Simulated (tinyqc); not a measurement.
Heavy doping: gap narrowing, degeneracy and the minority density: one step. Degeneracy of the majority band.

F_j(eta) = (1/Gamma(j + 1)) integral_0^infinity x^j dx/(1 + exp(x - eta)), which tends to exp(eta) for eta << 0.

Majority: N = Nc F_1/2(eta), eta the distance of EF beyond the majority band edge in kT. Degeneracy factor gam = F_1/2(eta)/exp(eta). ni0^2 = Nc Nv exp(-Eg/kT); product n p = ni0^2 gam exp(dEg/kT), dEg the true narrowing; apparent narrowing dEa = dEg + kT ln gam; minority density = n p/N.

Inputs chosen for the exercise (out of a larger set: gap and densities of states near those of Si at this temperature; narrowing constants near the fits for Si; not measured data): N = 1.8e+19 1/cm^3 (ionised donors, equal to the majority density); Nc = 4.18e+19 1/cm^3 (conduction-band density of states).

Task: Solve for eta and form gam.

Give: N/Nc; eta; gam.

Result:

N/Nc = 0.4306
eta = -0.6912
gam = 0.8596

Program tinyqc; command `OMP_NUM_THREADS=1 python tinyqc.py 1681140 1681141 out.jsonl`; about 0.01 s on one thread of a shared Intel(R) Xeon(R) Processor @ 2.30GHz.
